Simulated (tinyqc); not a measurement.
Carbon nanotube by zone folding: sweeps and comparisons. A value that a table varies takes the place of the one given here.

Circumference C = n a1 + m a2, a = sqrt3 acc; d = a sqrt(n^2 + nm + m^2)/pi; tan(theta) = sqrt3 m/(2n + m); dR = gcd(2n + m, 2m + n); T = t1 a1 + t2 a2 with t1 = (2m + n)/dR, t2 = -(2n + m)/dR, |T| = sqrt3 pi d/dR; N = 2 (n^2 + nm + m^2)/dR hexagons a cell. On cutting line mu = 0 to N - 1 at x = k|T|/(2 pi) the phases are p1 = 2 pi (-t2 mu + m x)/N, p2 = 2 pi (t1 mu - n x)/N, and E = -/+ t |1 + exp(i p1) + exp(i p2)|.

Inputs chosen for the exercise (near those used for carbon; the results hold for these values, not for the real material):
```
symbol  value                                                            unit      meaning
t       2.74                                                             eV        hopping
acc     1.44                                                             angstrom  bond length
tubes   ((13, 6), (12, 8), (12, 5), (13, 2), (10, 6), (9, 8), (15, 13))            pairs (n, m)
n       9                                                                          chiral index
m       5                                                                          chiral index
```

## Semiconducting tubes compared

E11 and E22 are twice the two lowest band edges; the cone gives E11 d = 2 t acc and E22/E11 = 2.

Tubes:
```
(n,m)    d (angstrom)  theta (deg)  (n - m) mod 3  E11 (eV)  E22 (eV)  E11 d/(2 t acc)  E22/E11
(13,6)          13.36         18.0              1    0.5838    1.1991            0.988    2.054
(12,8)          13.84         23.4              1    0.5658    1.1456            0.993    2.025
(12,5)          12.01         16.6              1    0.6473    1.3375            0.985    2.066
(13,2)          11.20          7.1              2    0.7178    1.3467            1.019    1.876
(10,6)          11.11         21.8              1    0.7019    1.4304            0.989    2.038
(9,8)           11.70         28.1              1    0.6717    1.3414            0.995    1.997
(15,13)         19.27         27.6              2    0.4098    0.8136            1.001    1.985
```

E11 follows 1/d first. For mod 1 the scaled E11 lies below one (0.985 to 0.995) and E22/E11 on both sides of two (1.997 to 2.066). For mod 2 the scaled E11 lies above one (1.001 to 1.019) and E22/E11 below two (1.876 to 1.985). The largest departure of the scaled E11 is that of (13,2); warping acts as cos(3 theta)/d, most for thin tubes near zigzag. Below about 8 angstrom curvature, left out of zone folding, changes the gaps further.

## Neighbouring tubes

Diameter, chiral angle and twice the lowest band edge. Each row changes one parameter from the base and keeps the others.

Results:
```
case                 d (angstrom)  theta (deg)  gap (eV)
base                        9.756        20.63    0.7971
n = 10                     10.502        19.11    0.7586
m = 6                      10.382        23.41    0.0000
t = 2.877 eV                9.756        20.63    0.8370
acc = 1.46 angstrom         9.891        20.63    0.7971
```

The largest shifts from the base row, up to three for each result and ties (the steps differ in size, so this ranks the rows, not the parameters). d (angstrom): n +0.747, m +0.626, acc +0.135; unchanged at the printed digits by t. theta (deg): m +2.78, n -1.53; unchanged at the printed digits by t and acc. gap (eV): m -0.7971, t +0.0399, n -0.0385; unchanged at the printed digits by acc. In zone folding the gap does not depend on acc at fixed (n, m); a step in n or m changes (n - m) mod 3 and closes the gap where that becomes zero.

Computed by tinyqc, a small Python program: `OMP_NUM_THREADS=1 python tinyqc.py 1481936 1481937 out.jsonl` (the numbers bound the seed that draws the inputs); one thread of a shared host (Intel(R) Xeon(R) Processor @ 2.30GHz), about 0.03 s for the whole set of steps.
